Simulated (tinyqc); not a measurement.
## Dose and depth of a threshold implant

Inverse problem. A sheet of D acceptors per cm^2 lies at depth xi inside the depleted layer of a body doped Na. In the depletion approximation VT = Vfb + f2 + q D/Cox + gamma sqrt(f2 + Vsb - q D xi/(eps0 eps_r)), gamma = sqrt(2 eps0 eps_r q Na)/Cox, Cox = eps0 eox/tox. Find gamma, D and xi.

Values chosen for this exercise; band and dielectric values close to those of silicon:
- eps_r = 11.6 (relative permittivity)
- Na = 4.6e17 cm^-3 (acceptor density deep in the body)
- eox = 8.92 (relative permittivity of the gate insulator (close to aluminium oxide))
- tox = 9.8 nm (insulator thickness)
- Vfb = -0.35 V (flat-band voltage)
- f2 = 0.936 V (band bending 2 phiF at threshold)

Constants: q = 1.602176634e-19 C, eps0 = 8.8541878128e-14 F/cm where lengths are in cm. Results are converted to the units shown.

VT against the source at Vsb = 0 and 1.9 V (V): 1.1823753  1.5378125

Solution. With y^2 = f2 - q D xi/(eps0 eps_r) and d the difference of the thresholds over gamma, sqrt(y^2 + Vsb) - y = d gives y = (Vsb - d^2)/(2 d). The first threshold then gives D, and y^2 gives xi.

gamma = 0.4828 V^0.5
D = 7.600e11 cm^-2
xi = 7.200 nm

Program tinyqc, `OMP_NUM_THREADS=1 python tinyqc.py 2080123 2080124 out.jsonl`; Intel Xeon 2.30GHz, shared host, one thread, about 0.6 s.
